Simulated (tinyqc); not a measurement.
Changing the target area A_t: Berg model of reactive sputtering of a nitride or oxide: poisoning, hysteresis and pumping speed. Computed by tinyqc, a small Python program. Command: `OMP_NUM_THREADS=1 python tinyqc.py 3007503 3007504 out.jsonl berg sweep`. One thread of a shared host (Intel(R) Xeon(R) Processor @ 2.30GHz), about 0.03 s of CPU time with the checks.

A diatomic gas reacts with bare metal on the target and on the collecting surfaces; ions remove metal and compound from the target. theta_t and theta_c are the compound fractions.

Inputs (values chosen for the exercise, close to those used for silicon nitride): ion current density J = 6.9 mA/cm^2; collecting area A_c = 1700 cm^2; metal yield Y_m = 0.5; compound yield Y_c = 0.18; sticking coefficient alpha = 0.7; reactive atoms per metal atom z = 1.33; gas mass M = 28 u; pumping speed S = 130 l/s; gas temperature T = 300 K; reactive partial pressure P = 0.0062 Pa.

Constants: e = 1.602176634e-19 C; u = 1.6605390666e-27 kg; k_B = 1.380649e-23 J/K.

Method. Ion flux j = J/e; gas flux F = P/sqrt(2 pi M k_B T). Target: (2/z) alpha F (1 - theta_t) = j Y_c theta_t. Sputtered flows F_c = j Y_c theta_t A_t, F_m = j Y_m (1 - theta_t) A_t. Collector: (2/z) alpha F (1 - theta_c) A_c + F_c (1 - theta_c) = F_m theta_c. Gas use Q = alpha F [(1 - theta_t) A_t + (1 - theta_c) A_c] + P S/(k_B T); 1 sccm = 4.4780e17 molecules/s. Rate R = F_m + F_c, given relative to j Y_m A_t. P is a single-valued function of the flow Q only if dQ/dP > 0 everywhere: S must exceed k_B T times the steepest fall of the surface terms with P.

One run for each value:
```
target area A_t (cm^2)  critical pumping speed (l/s)  theta_c  total flow Q (sccm)
5.0                                             34.8   0.9990                0.522
9.9                                             56.4   0.9981                0.607
20.0                                            88.0   0.9961                0.783
39.0                                           126.3   0.9924                1.112
77.0                                           170.3   0.9852                1.762
150.0                                          211.6   0.9719                2.985
300.0                                          243.0   0.9467                5.403
600.0                                          253.5   0.9031                9.914
```

Over the rows, critical pumping speed (l/s) rises from 34.8 to 253 (exponent d ln y / d ln x 0.71 between the first rows and 0.061 between the last); theta_c falls from 0.999 to 0.903 (exponent d ln y / d ln x -0.0014 between the first rows and -0.068 between the last); total flow Q (sccm) rises from 0.522 to 9.91 (exponent d ln y / d ln x 0.22 between the first rows and 0.88 between the last). A smaller eroded area lowers the critical pumping speed, one known way to remove the hysteresis.

Caution (rows 150, 300, 600): here dQ/dP is negative, a branch that flow control cannot hold.
